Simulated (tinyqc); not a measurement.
Tight binding, kagome lattice, step by step. One step of it, computed by the program tinyqc.

Problem. Bloch Hamiltonian at K. H_AB = -t1 - t2 exp(-i k.a1), H_AC = -t1 - t2 exp(-i k.a2), H_BC = -t1 - t2 exp(i k.(a1 - a2)), H_CC = delta.

Parameters chosen for this model:

| parameter | value | unit |
|---|---|---|
| t1 | 0.570000 | eV, up triangles |
| t2 | 1.770000 | eV, down triangles |
| delta | 0 | eV on site C |

k point K (fractions of the reciprocal vectors): 0.333333  0.666667

Give: H(k) at K.

Solution.

H(k) at K (eV):
```
                A               B               C
A          0.0000  0.3150+1.5329i  0.3150-1.5329i
B  0.3150-1.5329i          0.0000  0.3150+1.5329i
C  0.3150+1.5329i  0.3150-1.5329i          0.0000
```
